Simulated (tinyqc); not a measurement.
Two-mode optical phonons of a ternary alloy from two coupled oscillators: one step, computed by the program tinyqc.

An alloy A(x)B(1-x)C has an A-C and a B-C bond oscillator. Each TO frequency moves linearly from the impurity mode (dilute end) to the TO of the pure crystal; each strength is proportional to the number of bonds.

Task: The two oscillators. omega_1 = (impurity mode of A) + x (omega_TO,AC - impurity mode of A); omega_2 = (impurity mode of B) + (1 - x)(omega_TO,BC - impurity mode of B); eps_inf = x eps_AC + (1 - x) eps_BC; strengths W_1 = x eps_AC (omega_LO,AC^2 - omega_TO,AC^2), W_2 = (1 - x) eps_BC (omega_LO,BC^2 - omega_TO,BC^2).

Inputs (values chosen for the exercise, modelled on Al(x)Ga(1-x)As, with A-C the AlAs-like and B-C the GaAs-like bond):

| quantity | value | unit |
|---|---|---|
| omega_TO of pure AC | 363.5 | 1/cm |
| omega_LO of pure AC | 404.1 | 1/cm |
| omega_TO of pure BC | 270.1 | 1/cm |
| omega_LO of pure BC | 289.3 | 1/cm |
| eps_inf of AC | 8.13 | - |
| eps_inf of BC | 11.1 | - |
| impurity mode of A in BC | 355 | 1/cm |
| impurity mode of B in AC | 254.1 | 1/cm |
| fraction x of A | 0.63 | - |

Give: omega_1 (A-C, TO); omega_2 (B-C, TO); eps_inf; W_1; W_2.

Result:

omega_1 (A-C, TO) = 360.355 1/cm

omega_2 (B-C, TO) = 260.02 1/cm

eps_inf = 9.2289

W_1 = 1.5962e+05 1/cm^2

W_2 = 44111 1/cm^2
